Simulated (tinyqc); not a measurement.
As the film thickens, and with more bath resistance: electroplating on a thin resistive seed layer: kinetics, Wagner number and the terminal effect across a wafer. Computed by tinyqc, a small Python program. Command: `OMP_NUM_THREADS=1 python tinyqc.py 3120824 3120825 out.jsonl terminal walk`. One thread of a shared host (Intel(R) Xeon(R) Processor @ 2.30GHz), about 0.02 s of CPU time with the checks.

Current enters the seed at the rim. The bath is treated as a local resistance per area (no lateral flow in the liquid), two electrons per ion, molar volume 7.11 cm^3/mol, Faraday constant F = e N_A, kinematic viscosity 0.01 cm^2/s, omega = 2 pi x rpm/60; k_B T/e is in volts.

Inputs (values chosen for the exercise, of the order of those for copper plating from an acid sulfate bath):
```
quantity                               value         unit
wafer radius R                            10           cm
seed thickness t                          89           nm
seed resistivity                         7.7  microohm cm
bath conductivity kappa                0.042         S/cm
gap to the anode h                       9.9           cm
extra resistance of a porous plate         0     ohm cm^2
exchange current density i_0            0.45      mA/cm^2
cathodic transfer coefficient alpha     0.64            -
mean current density                      34      mA/cm^2
diffusivity of the metal ion         6.5e-06       cm^2/s
metal ion concentration                 0.63        mol/L
rotation rate                            200          rpm
temperature T                            298            K
```

Constants: e = 1.602176634e-19 C; N_A = 6.02214076e+23 1/mol; k_B = 8.617333262e-05 eV/K.

Method:
- Growth rate = i V_m/(2 F). Levich limit i_L = 0.62 x 2 F D^(2/3) omega^(1/2) nu^(-1/6) c. Tafel overpotential eta = (k_B T/(alpha e)) ln(i/i_0); kinetic resistance k_B T/(alpha e i); bath resistance h/kappa + plate; R_s = resistivity/t; Wagner number = kinetic resistance x kappa/R.
- Full model: seed potential phi(r) with (1/r)(r phi')' = R_s i, where i solves phi = R_b i + (k_B T/(alpha e)) ln(i/i_0) (phi being the driving voltage left at r); phi'(0) = 0 and phi'(R) = R_s i_mean R/2. Solved by collocation to a tolerance of 1e-7.
- The film is taken as uniform, with the seed resistivity; the last column adds 100 ohm cm^2 to R_b. Extra power of that plate = i^2 x 100 ohm cm^2 x area.

sheet resistance R_s = 0.865169 ohm/square

bath resistance R_b = 235.714 ohm cm^2

Edge over centre:
```
thickness (nm)  R_s (ohm/square)  as given  with 100 ohm cm^2 more
89.0                     0.86517    1.0934                  1.0652
133.5                    0.57678    1.0618                  1.0433
178.0                    0.43258    1.0462                  1.0324
267.0                    0.28839    1.0307                  1.0215
445.0                    0.17303    1.0183                  1.0129
890.0                    0.08652    1.0092                  1.0064
1780.0                   0.04326    1.0046                  1.0032
```

extra power = 36.317 W

What does the comparison show, and why?

The ratio falls below 1.1 from 89.0 nm on as given, and from 89.0 nm on with the added resistance: what counts is R_s R^2 against the sum of kinetic and bath resistance.
